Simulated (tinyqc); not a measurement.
Born-von Karman spring model of a cubic crystal with one atom per cell: one step, computed by the program tinyqc. Command: `OMP_NUM_THREADS=1 python tinyqc.py 3028063 3028064 out.jsonl springs walk`. One thread of a shared host (Intel(R) Xeon(R) Processor @ 2.30GHz), about 0.1 s of CPU time with the checks.

First neighbours lie at a/2 (1,1,1) (8 of them), second at a (1,0,0) (6), with all permutations and signs; the volume per atom is Omega = a^3/2. Two shells of springs match a real metal only roughly, above all at the zone boundary.

Problem. Frequencies and polarisations. Diagonalise D. An eigenvalue lambda of D in eV/(angstrom^2 u) gives nu = 15.6333042 THz x sqrt(lambda). Eigenvectors are columns, with the largest component positive; the longitudinal weight is (e.q)^2/q^2.

Inputs (values chosen for the exercise, modelled on molybdenum).

Lattice: bcc.

wave vector q (2 pi/a): [0.65, 0.37, 0]

D(q) (eV/(angstrom^2 u)), rows x, y, z:
$$\begin{pmatrix}
0.2478466 & 0.0881558 & 0.0000000 \\
0.0881558 & 0.2560353 & 0.0000000 \\
0.0000000 & 0.0000000 & 0.1134764
\end{pmatrix}$$

Constants: nu for 1 eV/(angstrom^2 u) = 15.6333042 THz.

Give: eigenvalues; frequencies; polarisation vectors; longitudinal weights.

Solution.

eigenvalues (eV/(angstrom^2 u)): [0.1135, 0.1637, 0.3402]

frequencies (THz): [5.266, 6.325, 9.118]

polarisation vectors, rows x, y, z, columns mode 1, mode 2, mode 3:
$$\begin{pmatrix}
0.000 & 0.723 & 0.691 \\
0.000 & -0.691 & 0.723 \\
1.000 & 0.000 & 0.000
\end{pmatrix}$$

longitudinal weights: [0.0000, 0.0824, 0.9176]

Mode 3 is the most longitudinal, with weight 0.92.
